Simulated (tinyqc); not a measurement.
Worked calculation: two electrons on one impurity (helium-like model). Values are carried at full precision from step to step, so a last printed digit may differ when a step is redone from the rounded ones.

Units Ha* = 2 Ry m/eps^2 and a* = a0 eps/m. One electron is bound by Z^2/2. Two electrons in the singlet built from exp(-a r) and exp(-b r): S = 8 (ab)^(3/2)/(a + b)^3, h_aa = a^2/2 - Z a, h_bb alike, h_ab = S (ab/2 - Z (a + b)/2), J = ab (a^2 + 3ab + b^2)/(a + b)^3, K = 20 (ab)^3/(a + b)^5, E = (h_aa + h_bb + 2 S h_ab + J + K)/(1 + S^2). For a = b this is a^2 - 2 Z a + 5a/8. Real double donors are deeper, since the central cell is left out.

Constants: Ry = 13.60569312 eV; a0 (Bohr radius) = 0.5291772105 angstrom.

Parameters, chosen for this exercise (near those of impurities in 3C SiC; shifted at random, so the results belong to these values and not to a real crystal): m = 0.357 m0 (one mean mass); eps = 9.4 (dielectric constant); Z = 1.3 (effective charge (1: D- centre, 2: double donor; other values mimic a central cell)); ab = (1.37, 0.66) 1/a* (trial exponents a, b).

## Units and equal orbitals

Give Ha*, a*, the best common exponent Z - 5/16, E = -(Z - 5/16)^2, and the binding of the second electron -Z^2/2 - E.

Ha* = 109.942 meV
a* = 13.93 angstrom
exponent = 0.9875
E with equal orbitals = -0.97516 Ha*
binding of the second electron = 14.31 meV

The first electron is bound by 92.9 meV, 6.49 times as much as the second.

## Unequal orbitals

Evaluate the integrals and E.

S, h_aa, h_bb, h_ab, J, K: [0.82224, -0.84255, -0.64020, -0.71321, 0.54315, 0.42889]

E = -1.00447 Ha*

This lies 0.0293 Ha* below the best equal-orbital value -(Z - 5/16)^2.

## The minimum over a and b

Give a, b, E, both binding energies and U, their difference.

a, b (1/a*): [1.389, 0.572]

E = -1.00788 Ha*

binding of the first and second electron (meV): [92.90, 17.91]

U = 74.99 meV

Letting one electron stay close and the other roam (decay lengths 10 and 24 angstrom) gains 3.60 meV.

## Checks

- Minimum for Z = 1 against the known -0.51330: both -0.51330.
- Minimum for Z = 2 against the known -2.87566: both -2.87566.

Run: tinyqc, `OMP_NUM_THREADS=1 python tinyqc.py 1250023 1250024 out.jsonl`; Intel(R) Xeon(R) Processor @ 2.30GHz, one thread, shared host; about 0.02 s of CPU time with all checks.
